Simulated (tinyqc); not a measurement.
Conductance of a narrow metal strip with scatterers (square lattice, Green functions): one step. Green function and transmission. Two cases, with inputs chosen for the exercise.

Problem. E - en + 2 t z_n = 2t (z_n - cos(kn a)). Invert, form |t_nm|^2 = (2t)^2 Im(z_n) Im(z_m) |G_nm|^2 and sum. The added resistance is 1/(2 (e^2/h) T) less the same for the clean strip.

A strip of W sites across with hard walls, site energy 0 and hopping -t. Mode n = 1 to W has profile chi_n(j) = sqrt(2/(W + 1)) sin(n j pi/(W + 1)) and energy en = -2t cos(n pi/(W + 1)); E = en - 2t cos(kn a). With z_n = exp(i kn a) (Im k > 0 for closed modes, |z| < 1) each lead gives the self-energy -t z_n in mode n. One column carries the site energies v, here a notch at the edge (a site raised out of reach). In the mode basis V_nm = sum_j chi_n(j) v_j chi_m(j), G = (E - en + 2 t z_n - V)^-1, and t_nm = 2t sqrt(sin(kn a) sin(km a)) G_nm in size for open modes. T = sum |t_nm|^2, conductance (2e^2/h) T.

Constants: e^2/h = 3.874045865e-05 S.

Case 1.

Values chosen (out of a larger set: hopping and spacing of the size met in Cu or Al; the lattice is a model; not measured data): t = 1.45 eV (hopping).

Modes:
```
n    en (eV)   cos(k a)                     z  dE/dk (eV angstrom)
1  -2.511474  0.4339746  0.4339746+0.9009251i             7.446146
2  -1.450000  0.8000000  0.8000000+0.6000000i             4.959000
3   0.000000  1.3000000             0.4693376             0.000000
4   1.450000  1.8000000             0.3033370             0.000000
5   2.511474  2.1660254             0.2446545             0.000000
```

V (eV):
```
          n=1        n=2        n=3        n=4       n=5
n=1  4.166667   7.216878   8.333333   7.216878  4.166667
n=2  7.216878  12.500000  14.433757  12.500000  7.216878
n=3  8.333333  14.433757  16.666667  14.433757  8.333333
n=4  7.216878  12.500000  14.433757  12.500000  7.216878
n=5  4.166667   7.216878   8.333333   7.216878  4.166667
```

Case 2.

Values chosen (out of a larger set: hopping and spacing of the size met in Cu or Al; the lattice is a model; not measured data): t = 1.27 eV (hopping).

Modes:
```
n    en (eV)   cos(k a)                     z  dE/dk (eV angstrom)
1  -1.796051  0.1865940  0.1865940+0.9824371i             6.687646
2   0.000000  0.8937008  0.8937008+0.4486635i             3.054142
3   1.796051  1.6008076             0.3507736             0.000000
```

V (eV):
```
           n=1        n=2        n=3
n=1  12.500000  17.677670  12.500000
n=2  17.677670  25.000000  17.677670
n=3  12.500000  17.677670  12.500000
```

Give: G; |t_nm|^2; T; added resistance.

Solution.

Case 1.

G (1/eV):
```
                 n=1              n=2              n=3              n=4              n=5
n=1  -0.0335-0.3573i  -0.0871+0.0662i   0.0552+0.0727i   0.0266+0.0349i   0.0119+0.0157i
n=2  -0.0871+0.0662i  -0.2266-0.4024i   0.1437+0.1890i   0.0691+0.0908i   0.0311+0.0409i
n=3   0.0552+0.0727i   0.1437+0.1890i  -0.2575-0.1198i   0.0758-0.0576i   0.0341-0.0259i
n=4   0.0266+0.0349i   0.0691+0.0908i   0.0758-0.0576i  -0.1940-0.0277i   0.0164-0.0125i
n=5   0.0119+0.0157i   0.0311+0.0409i   0.0341-0.0259i   0.0164-0.0125i  -0.1721-0.0056i
```

|t_nm|^2:
```
        n=1     n=2  n=3  n=4  n=5
n=1  0.8790  0.0545    0    0    0
n=2  0.0545  0.6458    0    0    0
n=3       0       0    0    0    0
n=4       0       0    0    0    0
n=5       0       0    0    0    0
```

T = 1.6337
added resistance = 1447 ohm

Mode 2 passes least (0.700) and mode 1 most (0.933); 6.7 % of the transmitted flux changes mode.

Case 2.

G (1/eV):
```
                 n=1              n=2              n=3
n=1  -0.0132-0.3287i  -0.0409+0.2232i   0.0566+0.0104i
n=2  -0.0409+0.2232i  -0.1266-0.1863i   0.1754+0.0321i
n=3   0.0566+0.0104i   0.1754+0.0321i  -0.3068-0.0445i
```

|t_nm|^2:
```
        n=1     n=2  n=3
n=1  0.6737  0.1464    0
n=2  0.1464  0.0659    0
n=3       0       0    0
```

T = 1.0325
added resistance = 6047 ohm

Mode 2 passes least (0.212) and mode 1 most (0.820); 28.4 % of the transmitted flux changes mode.

Computed by tinyqc, one run a case: `OMP_NUM_THREADS=1 python tinyqc.py N N+1 out.jsonl` with N = 1480901, 1481254; one thread of a shared Intel(R) Xeon(R) Processor @ 2.30GHz, about 0.01 s a run at most.
